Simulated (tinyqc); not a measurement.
Comparisons within one model: inversion layer as a triangular well, valleys of the Si type. A value that a table varies takes the place of the one given here.

Six ellipsoidal valleys with their long axes along the cube axes, mass ml along the axis and mt across it. For a valley whose axis makes the angle theta with the surface normal, 1/m_z = cos^2(theta)/ml + sin^2(theta)/mt sets the confinement; in the plane the masses are m_1 = mt and m_2 = ml mt/m_z, and m_d = sqrt(m_1 m_2).

The field is taken as constant, e F = 4 pi (e^2/4 pi eps0)(Nd + eta Ns)/eps, with 1e12/cm^2 = 1e-4/angstrom^2, and the oxide as a hard wall at z = 0; c = hbar^2/2m0.

Level j of a valley lies at E_j = a_j (c (e F)^2/m_z)^(1/3) above the band edge at the surface, with the Airy zeros a_j = 2.338107, 4.087949, 5.520560, 6.786708, 7.944134, 9.022651, 10.040174, 11.008524, 11.936016, 12.828777, and has <z> = 2 E_j/(3 e F).

Subband i holds n_i = g m_d/(2 pi c) kB T ln(1 + exp((EF - E_i)/kB T)) (spin included), and EF is fixed by sum n_i = Ns over the levels listed or, where none are listed, over j = 0 to 9 of each group; 1e12/cm^2 = 1e-4/angstrom^2.

Constants: hbar^2/2m0 = 3.80998211 eV angstrom^2; e^2/(4 pi eps0) = 14.39964547 eV angstrom; kB = 8.617333262e-05 eV/K.

Parameters, chosen for this exercise (near those of Si; shifted at random, so the results belong to these values and not to a real crystal):
```
symbol  value                                unit         meaning
ml      0.908                                m0           longitudinal mass
mt      0.188                                m0           transverse mass
eps     11.6                                              dielectric constant
Nd      0.24                                 x 1e12/cm^2  depletion charge
eta     0.5                                               share of Ns in the effective field
face    100                                               surface
T       77                                   K            temperature
Nss     (1, 2, 3, 5, 8, 12)                  x 1e12/cm^2  sheet densities
Ns      0.86                                 x 1e12/cm^2  electron sheet density
Xu      9.5                                  eV           uniaxial deformation potential
nu2     0.78                                              2 C12/C11
es      (-0.4, -0.2, 0, 0.2, 0.4, 0.8, 1.2)  %            biaxial strain in the plane
Vox     3.04                                 eV           barrier of an SiO2-like oxide
mox     0.55                                 m0           mass in the oxide
```

## Raising the sheet density

Valleys (masses in m0):
```
valleys g  cos^2(theta)      m_z      m_1      m_2      m_d
2               1.00000  0.90800  0.18800  0.18800  0.18800
4               0.00000  0.18800  0.18800  0.90800  0.41316
```

The field, the ladders and EF anew for each Ns.

Results:
```
Ns (1e12/cm^2)  F (MV/cm)  lowest E (eV)  next - lowest (meV)  EF - lowest (meV)  share of lowest (%)  <z> (angstrom)
1.0                 0.115         0.0415                 28.6                2.1                 90.3            25.6
2.0                 0.193         0.0585                 40.4               11.2                 96.8            20.6
3.0                 0.271         0.0734                 50.7               18.4                 98.7            18.2
5.0                 0.427         0.0993                 68.6               31.7                 99.6            15.5
8.0                 0.661         0.1329                 91.7               50.9                 99.9            13.4
12.0                0.973         0.1719                118.7               76.3                 99.9            11.8
```

What can be read from the table?

Levels scale as F^(2/3): the field grows by 8.43 and the lowest level by 4.14. The layer thins from 25.6 to 11.8 angstrom. EF lies above the lowest edge throughout. The share of the lowest subband rises throughout: the spacing grows faster than the band fills.

## Biaxial strain

Strain e in the plane raises the four primed valleys against the two unprimed ones by D = Xu (1 + nu2) e; the field is kept. m_c averages 1/mt (unprimed) and (1/mt + 1/ml)/2 (primed) over the electrons.

Results:
```
e (%)  D (meV)  0' - 0 (meV)  unprimed share (%)  m_c (m0)  <z> (angstrom)
-0.4     -67.6         -40.8                 0.1    0.3114            41.9
-0.2     -33.8          -7.0                 7.8    0.2963            40.6
0.0        0.0          26.8                90.0    0.1957            26.8
0.2       33.8          60.6                99.9    0.1881            25.2
0.4       67.6          94.5               100.0    0.1880            25.1
0.8      135.3         162.1               100.0    0.1880            25.1
1.2      202.9         229.7               100.0    0.1880            25.1
```

What can be read from the table?

Without strain confinement alone splits the ladders by 27 meV and puts 90 % of the electrons into the two valleys that are light in the plane; under the largest tension the share is 100.0 %. m_c is 0.196 m0 without strain and 0.188 m0 there; moving all electrons can gain at most 4 % in 1/m_c. The ladders cross at e = -0.16 %, inside the table.

## Surface orientation

The same densities on four faces. m_c is the conductivity mass averaged over directions in the plane: 1/m_c = sum n_i (1/m_1 + 1/m_2)/2 / Ns.

Results:
```
face   valleys of lowest  lowest E (eV)  EF (eV)  share of lowest (%)  <z> (angstrom)  m_c (m0)
(100)                  2         0.0388   0.0393                 88.4            26.8     0.196
(110)                  4         0.0555   0.0458                 86.7            36.3     0.284
(111)                  6         0.0593   0.0470                 99.9            37.8     0.293
(211)                  2         0.0511   0.0454                 64.3            35.3     0.275
```

What can be read from the table?

The lowest level is deepest on (100), where a valley axis lies closest to the normal, and the lightest conductivity mass is on (100) (0.196 m0, against 0.293 m0 on (111)). EF, counted from the band edge at the surface, is lowest on (100) and spans 8 meV.

## Four estimates of the lowest level

WKB: E = (c/m_z)^(1/3) (3 pi e F/2 x 3/4)^(2/3), <z> = 2E/(3 e F). Fang-Howard: psi = z exp(-b z/2) up to a norm, E = c b^2/(4 m_z) + 3 e F/b at its minimum b^3 = 6 e F m_z/c, <z> = 3/b. Finite barrier: flat height Vox and mass mox for z < 0, finite differences with psi and psi'/m continuous, cells of 0.05 angstrom from -15 to 300 angstrom. The last column is measured against Airy.

Lowest level:
```
method                E (eV)  <z> (angstrom)  E - Airy (meV)
Airy, hard wall       0.0388           24.77             0.0
WKB, hard wall        0.0385           24.58            -0.3
Fang-Howard           0.0411           26.24             2.3
finite oxide barrier  0.0379           23.85            -1.0
```

b = 0.1143 1/angstrom
probability in the oxide = 0.0002

How do the results move?

WKB is off by -0.8 % and the variational function by +5.9 %, above the exact value as it must be; both ratios are independent of field and mass. The finite barrier lowers the level by 1.0 meV and brings the charge 0.9 angstrom closer; in energy that is less than the Fang-Howard error (2.3 meV).

## What each parameter does

Field, ladders and EF anew. Each row changes one parameter from the base and keeps the others.

Results:
```
case                   lowest E (eV)  EF (eV)  share of lowest (%)  <z> (angstrom)
base                          0.0388   0.0393                 88.4           26.80
Ns = 1.72 x 1e12/cm^2         0.0541   0.0630                 95.8           21.62
Nd = 0.48 x 1e12/cm^2         0.0476   0.0488                 94.9           23.17
T = 37 K                      0.0388   0.0437                 99.7           24.82
ml = 0.999 m0                 0.0376   0.0382                 89.2           25.94
mt = 0.207 m0                 0.0388   0.0382                 86.3           26.98
eps = 10.4                    0.0418   0.0425                 91.1           25.38
```

What does this show?

The largest shifts from the base row, up to three for each result and ties (the steps differ in size, so this ranks the rows, not the parameters). lowest E (eV): Ns +0.0152, Nd +0.0088, eps +0.0029; unchanged at the printed digits by T and mt. EF (eV): Ns +0.0237, Nd +0.0095, T +0.0044. share of lowest (%): T +11.3, Ns +7.4, Nd +6.5. <z> (angstrom): Ns -5.18, Nd -3.63, T -1.97.

Run: tinyqc, `OMP_NUM_THREADS=1 python tinyqc.py 1252239 1252240 out.jsonl`; Intel(R) Xeon(R) Processor @ 2.30GHz, one thread, shared host; about 0.06 s of CPU time with all checks.
